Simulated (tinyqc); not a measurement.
## Contact resistivity and sheet resistance from two contact lengths

Question. Rc = [sqrt(rc Rsh)/Wc] coth(Lc/(2 LT)), LT = sqrt(rc/Rsh), Wc = 60 nm; the second contact is twice as long as the first. Find LT, rc and Rsh.

Rc for Lc = 21 and 42 nm (ohm): [137.541111, 79.3694067]

Answer. With t = tanh(Lc/(2 LT)) for the shorter contact, the resistance of the longer over that of the shorter is (1 + t^2)/2. Then sqrt(rc Rsh) = Rc t Wc, and rc and Rsh follow by multiplying and dividing by LT.

LT = 25.31 nm
rc = 8.200e-10 ohm cm^2
Rsh = 128.0 ohm

tinyqc, about 0.04 s, one thread, Intel Xeon 2.30GHz (shared host): `OMP_NUM_THREADS=1 python tinyqc.py 2170119 2170120 out.jsonl`
